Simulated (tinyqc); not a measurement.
Coupled-perturbed Hartree-Fock on RHF in the sto-3g basis, for B+, spin multiplicity 1, step by step. One step of it, computed by the program tinyqc.

Problem. Response to a field: uncoupled start. Field along z; U_ai = -mu_ai / (e_a - e_i), alpha = -4 sum U_ai mu_ai.

orbital energies (hartree): MO1 -7.986287, MO2 -0.849252, MO3 -0.200518, MO4 -0.200518, MO5 -0.200518

dipole integrals <a|z|i> (bohr):
```
          i1        i2
a3  0.000000  0.000000
a4  0.102251  0.862138
a5  0.052753  0.444788
```

Give: uncoupled U; uncoupled polarisability.

Solution.

uncoupled U:
```
         i1       i2
a3   0.0000   0.0000
a4  -0.0131  -1.3290
a5  -0.0068  -0.6856
```

uncoupled polarisability = 5.8096 bohr^3
